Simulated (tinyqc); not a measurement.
Minority-electron transport through the base of a bipolar transistor (Moll-Ross and Kroemer integrals): one step, computed by the program tinyqc. Command: `OMP_NUM_THREADS=1 python tinyqc.py 3014296 3014297 out.jsonl base walk`. One thread of a shared host (Intel(R) Xeon(R) Processor @ 2.30GHz), about 0.01 s of CPU time with the checks.

Low injection, one dimension, x from the emitter edge (0) to the collector edge (W), s = x/W. Recombination is treated as a small correction (valid for tau_B well below tau_n), computed from the stored charge.

Problem. Gain and speed. Emitter-limited gain beta_E = G_E/G_B; recombination-limited gain beta_R = tau_n/tau_B; 1/beta = 1/beta_E + 1/beta_R; f_T from the base alone = 1/(2 pi tau_B).

Inputs (values chosen for the exercise, modelled on SiGe): electron lifetime tau_n = 0.46 ns; emitter Gummel number G_E = 1.8e+14 s/cm^4; temperature T = 300 K.

Base doping profile: uniform. Gap grading: linear. Exit of the base: infinite sink.

base Gummel number G_B = 1.364795e+13 s/cm^4

base transit time tau_B = 102.6282 ps

Give: beta_E; beta_R; current gain beta; f_T from the base alone.

Solution.

beta_E = 13.19

beta_R = 4.482

current gain beta = 3.345

f_T from the base alone = 1.551 GHz

The gain is limited mainly by recombination in the base (75 % of the base current).
